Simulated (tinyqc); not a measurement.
Esaki diode in forward bias, two-band WKB: one step of the calculation.

Abrupt p-n junction, depletion approximation. Energies E are counted from the conduction-band edge of the neutral n side; its Fermi level lies at dn, that of the p side at dn - V, and the valence-band edge of the neutral p side at Em = dn + dp - V. Tunnelling needs 0 < E < Em. Two-band dispersion with equal masses m: inside the gap kappa = sqrt(m u (1 - u/Eg)/C), u the distance from a band edge, C = hbar^2/(2 m0).

Question. Fermi levels and built-in voltage. Nd = Nc F12(dn/Vt), Na = Nv F12(dp/Vt), F12(x) = (2/sqrt(pi)) int_0^infinity sqrt(u)/(1 + exp(u - x)) du; dn = EF - Ec on the n side, dp = Ev - EF on the p side (negative outside the bands); Vbi = Eg + dn + dp.

Inputs (values chosen for the exercise); band and dielectric values close to those of In0.53Ga0.47As: temperature T = 77 K; band gap Eg = 0.749 eV; conduction-band density of states at 77 K Nc = 2.72e16 cm^-3; valence-band density of states at 77 K Nv = 1.02e18 cm^-3; acceptor density Na = 2e19 cm^-3; donor density Nd = 5.3e18 cm^-3.

Constants: q = 1.602176634e-19 C, kB = 1.380649e-23 J/K, Vt = kB T/q. Results are converted to the units shown.

Wanted: dn; dp; Vbi.

Answer.

dn = 0.2695 eV
dp = 0.05770 eV
Vbi = 1.076 V

Boltzmann statistics would give dn = 0.0350 eV and dp = 0.0197 eV. At zero bias the bands of the two sides overlap by dn + dp.

Range of the model: Parabolic densities of states, no band tails and no gap narrowing, all of which matter at such doping.

Program tinyqc, `OMP_NUM_THREADS=1 python tinyqc.py 2620085 2620086 out.jsonl`; Intel Xeon 2.30GHz, shared host, one thread, about 0.01 s.
